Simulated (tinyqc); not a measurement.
Inputs raised by 5 %, one at a time: mobility of a non-polar semiconductor in the relaxation-time approximation. Computed by tinyqc, a small Python program. Command: `OMP_NUM_THREADS=1 python tinyqc.py 3031148 3031149 out.jsonl rta sens`. One thread of a shared host (Intel(R) Xeon(R) Processor @ 2.30GHz), about 0.03 s of CPU time with the checks.

Each valley is treated as a sphere of mass m_d for states and rates, with one isotropic relaxation time; the conductivity mass m_c sets the current.

Inputs (values chosen for the exercise, modelled on holes in silicon):
```
quantity                                            value       unit
longitudinal mass m_l                               0.487        m_0
transverse mass m_t                                 0.487        m_0
equivalent valleys Z                                    1          -
static permittivity eps_s                            11.7          -
density rho                                          2329     kg/m^3
sound velocity v_l                                   9000        m/s
acoustic deformation potential D_A                    5.4         eV
phonon energy hbar w                                 62.3        meV
optical or intervalley deformation potential D_o       10  1e8 eV/cm
final valleys Z_f                                       1          -
carrier density n                                   8e+15     1/cm^3
compensation ratio C                                 0.53          -
temperature T                                         150          K
neutral impurity density N_n                      7.9e+15     1/cm^3
```

Band: parabolic. Impurity formula: Conwell-Weisskopf. Further scattering: neutral impurities.

Constants: k_B = 8.617333262e-05 eV/K; m_0 = 9.1093837015e-31 kg; e = 1.602176634e-19 C; hbar = 1.054571817e-34 J s; eps_0 = 8.8541878128e-12 F/m; k_B = 1.380649e-23 J/K; hbar = 6.582119569e-16 eV s.

Method:
- m_d = (m_l m_t^2)^(1/3); 1/m_c = (1/m_l + 2/m_t)/3; Hall mass factor A = 3 K_m (K_m + 2)/(2 K_m + 1)^2, K_m = m_l/m_t; N_I = n (1 + C)/(1 - C).
- Parabolic band: E = hbar^2 k^2/(2 m), speed v = hbar k/m, states per spin, volume and energy g(E) = m k/(2 pi^2 hbar^2). Here m = m_d. Masses are multiplied by m_0 and all formulas are in SI units.
- The reduced Fermi level eta = E_F/(k_B T) solves n = 2 Z int g f dE with f = 1/(1 + exp(x - eta)) (Z = 1 unless valleys are given); screening length L_s = sqrt(eps_s eps_0 k_B T/(e^2 dn/deta)), dn/deta = 2 Z int g f (1 - f) dE.
- Integrals over x = E/(k_B T) use 160 Gauss-Legendre points in u = sqrt(x) from 0 to sqrt(max(eta, 0) + 32).
- Phonon occupation N_q = 1/(exp(hbar w/(k_B T)) - 1).
- Acoustic deformation potential (elastic, equipartition, absorption and emission together): 1/tau = 2 pi k_B T D_A^2 g(E)/(hbar rho v_l^2).
- Optical or intervalley deformation potential: 1/tau = (pi Z_f D_o^2/(rho w)) [N_q g(E + hbar w) + (N_q + 1) g(E - hbar w)], with g = 0 below the band edge.
- Each optical term is multiplied by (1 - f(E'))/(1 - f(E)), E' the final energy, for Pauli blocking.
- Singly charged impurities, momentum relaxation: 1/tau = N_I e^4 m (1 + 2 alpha E) Phi/(8 pi (eps_s eps_0)^2 hbar^3 k^3), with alpha = 0 for a parabolic band.
- Conwell-Weisskopf: Phi = ln(1 + y^2), y = 4 pi eps_s eps_0 E N_I^(-1/3)/e^2 (largest impact parameter N_I^(-1/3)/2).
- Neutral impurities (Erginsoy): 1/tau = 20 N_n a_B hbar/m, a_B = 4 pi eps_s eps_0 hbar^2/(m e^2).
- mu = (m_d/m_c) (2 Z e/(3 n k_B T)) int g v^2 tau f (1 - f) dE.
- Averages over x are split at the emission threshold x_0 = hbar w/(k_B T): 64 Gauss-Legendre points in sqrt(x) below it and 128 in sqrt(x - x_0) above it, up to x = max(eta, 0) + 32.
- Rates are added at each energy before the average. With <y> = int g v^2 y f (1 - f) dE: Hall factor r_H = A (3 n k_B T/(2 Z m_d)) <tau^2/(1 + 2 alpha E)>/<tau>^2 (alpha = 0 for a parabolic band); Hall mobility r_H mu; |S| = (k_B/e) (<x tau>/<tau> - eta); resistivity 1/(n e mu).

Runs; columns: (1) input moved; (2) from; (3) to; (4) drift mobility mu (cm^2/(V s)); (5) Hall factor r_H; (6) Seebeck coefficient |S| (microvolt/K); (7) ionised impurity mobility (cm^2/(V s)):
```
(1)                                                             (2)      (3)   (4)    (5)    (6)    (7)
base run                                                          -        -  2714  1.057  716.0   9548
longitudinal mass m_l (m_0)                                   0.487  0.51135  2647  1.056  717.5   9473
transverse mass m_t (m_0)                                     0.487  0.51135  2581  1.055  719.0   9396
static permittivity eps_s                                      11.7   12.285  2785  1.056  715.0  10303
sound velocity v_l (m/s)                                       9000     9450  2842  1.061  717.1   9548
acoustic deformation potential D_A (eV)                         5.4     5.67  2587  1.053  714.8   9548
optical or intervalley deformation potential D_o (1e8 eV/cm)     10     10.5  2695  1.059  715.4   9548
compensation ratio C                                           0.53   0.5565  2647  1.057  716.9   8956
```

Exponents ln(y'/y) / ln(x'/x):
```
input                                             drift mobility mu  Hall factor r_H  Seebeck coefficient |S|  ionised impurity mobility
longitudinal mass m_l                                        -0.512           -0.016                    0.043                     -0.162
transverse mass m_t                                          -1.035           -0.026                    0.086                     -0.328
static permittivity eps_s                                     0.525           -0.006                   -0.027                      1.561
sound velocity v_l                                            0.941            0.081                    0.034                      0.000
acoustic deformation potential D_A                           -0.980           -0.074                   -0.034                      0.000
optical or intervalley deformation potential D_o             -0.146            0.042                   -0.017                      0.000
compensation ratio C                                         -0.512            0.013                    0.027                     -1.312
```

Among the inputs moved here: drift mobility mu answers most in size to transverse mass m_t (exponent -1.035), next to acoustic deformation potential D_A (-0.980). Hall factor r_H answers most in size to sound velocity v_l (exponent +0.081), next to acoustic deformation potential D_A (-0.074). Seebeck coefficient |S| answers most in size to transverse mass m_t (exponent +0.086), next to longitudinal mass m_l (+0.043). Ionised impurity mobility answers most in size to static permittivity eps_s (exponent +1.561), next to compensation ratio C (-1.312); its exponent is below 0.0005 for sound velocity v_l, acoustic deformation potential D_A, optical or intervalley deformation potential D_o.

Caution (all rows): Erginsoy's formula holds for k a_B below about 0.5 and for dopants that stay neutral, which means low temperature; elsewhere it is only a rough constant rate.
